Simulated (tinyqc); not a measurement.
Inside a calculation. Model: low-temperature mobility of a two-dimensional electron gas with static screening. Computed by tinyqc, a small Python program that keeps every step. Command: `OMP_NUM_THREADS=1 python tinyqc.py 3023169 3023170 out.jsonl twodeg walk`. One thread of a shared host (Intel(R) Xeon(R) Processor @ 2.30GHz), about 0.01 s of CPU time with the checks. Intermediate numbers are printed to about 7 digits and carried at full precision; extremes and crossings named in words are read from the listed rows.

One subband is filled, the gas is degenerate and scatters at the Fermi circle; one permittivity serves on both sides of the interface. All formulas are in SI units, masses times m_0. Piezoelectric and polar phonons are left out, and n_s is taken as set by a gate, independent of N_i.

Inputs (values chosen for the exercise, modelled on a strained silicon well): in-plane mass m = 0.183 m_0; mass across the layer m_z = 0.886 m_0; permittivity eps = 11.9; valley degeneracy g_v = 2; sheet density n_s = 3.8e+12 1/cm^2; depletion charge N_d = 7e+10 1/cm^2; roughness height Delta = 0.2 nm; correlation length Lambda = 5.1 nm; remote charge density N_i = 5.6e+10 1/cm^2; distance d of the charges from the interface = 5.4 nm; density rho = 2329 kg/m^3; sound velocity v_l = 9280 m/s; deformation potential D_A = 9.3 eV; temperature T = 40 K.

Wave function: ideal sheet. Roughness spectrum: Gaussian.

Constants: m_0 = 9.1093837015e-31 kg; e = 1.602176634e-19 C; eps_0 = 8.8541878128e-12 F/m; hbar = 1.054571817e-34 J s; k_B = 1.380649e-23 J/K.

## Fermi circle, screening and layer thickness

k_F = sqrt(2 pi n_s/g_v); E_F = hbar^2 k_F^2/(2 m); q_TF = g_v m e^2/(2 pi eps eps_0 hbar^2); Fang-Howard parameter b = [12 m_z e^2 (N_d + 11 n_s/32)/(eps eps_0 hbar^2)]^(1/3), mean depth 3/b; effective field F = e (N_d + n_s/2)/(eps eps_0).

k_F = 0.3455149 1/nm

E_F = 24.85452 meV

q_TF = 1.162420 1/nm

b = 1.429304 1/nm

mean depth = 2.098923 nm

effective field F = 0.2995580 MV/cm

q_TF/(2 k_F) = 1.68: screening is strong for back-scattering.

## The integrands at a few angles

Form factors of a sheet of zero thickness: G(q) = 1, P(q) = exp(-q d). Dielectric function eps(q) = 1 + q_TF G(q)/q, with q = 2 k_F sin(theta/2). Roughness: <|U|^2> = (e F)^2 S(q), S = pi Delta^2 Lambda^2 exp(-q^2 Lambda^2/4). Remote charges: <|U|^2> = N_i [e^2 P(q)/(2 eps eps_0 q)]^2. The last two columns are (m/(pi hbar^3)) <|U|^2>/eps(q)^2.

Integrands (1e9/(s rad)):
```
theta (degrees)   q (1/nm)  G    eps(q)  roughness  remote charges
5                0.0301423  1  39.56441    2.16331    1.908970e+02
15               0.0901975  1  13.88750   16.75220    9.045711e+01
30               0.1788517  1   7.49935   49.19413    3.028477e+01
60               0.3455149  1   4.36431   82.28723    3.960762e+00
90               0.4886318  1   3.37893   63.16487    7.042869e-01
135              0.6384282  1   2.82075   30.23631    1.174126e-01
180              0.6910297  1   2.68216   21.22288    6.280383e-02
```

## Interface roughness

1/tau_t = (m/(pi hbar^3)) int_0^pi (1 - cos theta) <|U|^2>/eps(q)^2 dtheta; the quantum rate 1/tau_q drops the factor (1 - cos theta); 200 Gauss-Legendre points in s with theta = pi s^2, s from 0 to 1; mu = e tau_t/m.

tau_t, roughness = 8.083537 ps

tau_q, roughness = 7.104261 ps

roughness mobility = 77691.19 cm^2/(V s)

tau_t/tau_q, roughness = 1.137844

k_F Lambda = 1.76.

## Remote charges

The formulas are those given above.

tau_t, charges = 246.9636 ps

tau_q, charges = 15.16567 ps

remote-charge mobility = 2373577 cm^2/(V s)

tau_t/tau_q, charges = 16.28438

With D = d = 5.40 nm, k_F D = 1.87 and q_TF D = 6.28. When both are large, only small angles survive the factor exp(-2 q D) and tau_t/tau_q tends to (2 k_F D)^2, here 13.9, close to the computed ratio.

## Acoustic phonons

Unscreened deformation potential in equipartition: 1/tau = m D_A^2 k_B T I/(rho v_l^2 hbar^3), I = int |psi|^4 dz = 3 b/16 for the Fang-Howard function (used for both wave-function options); mu = e tau/m. Bloch-Grueneisen temperature T_BG = 2 hbar v_l k_F/k_B.

acoustic mobility = 41273.21 cm^2/(V s)

T_BG = 48.98212 K

Caution: T is below the Bloch-Grueneisen temperature T_BG, so equipartition fails: the acoustic mobility is only a lower bound and the acoustic share of 1/mu is overstated.

## All together

At the Fermi circle the rates add, so 1/mu is the sum; sheet resistance 1/(n_s e mu); mean free path hbar k_F mu/e; the quantum time adds the rates 1/tau_q, with the isotropic acoustic rate e/(m mu).

Mobilities:
```
process           mu (cm^2/(V s))  share of 1/mu (%)
roughness                77691.19           34.30419
remote charges            2373577           1.122834
acoustic phonons         41273.21           64.57297
```

mobility mu = 26651.34 cm^2/(V s)

sheet resistance = 61.62927 ohm

mean free path = 606.1101 nm

Dingle ratio tau_t/tau_q = 1.218904

The largest single share of 1/mu (65 %) belongs to acoustic phonons: disorder is weak enough for lattice vibrations to show. The Dingle ratio of 1.22 marks mostly large-angle scattering.

Checks made by the program: angular integral against adaptive quadrature (relative difference below 1e-10).
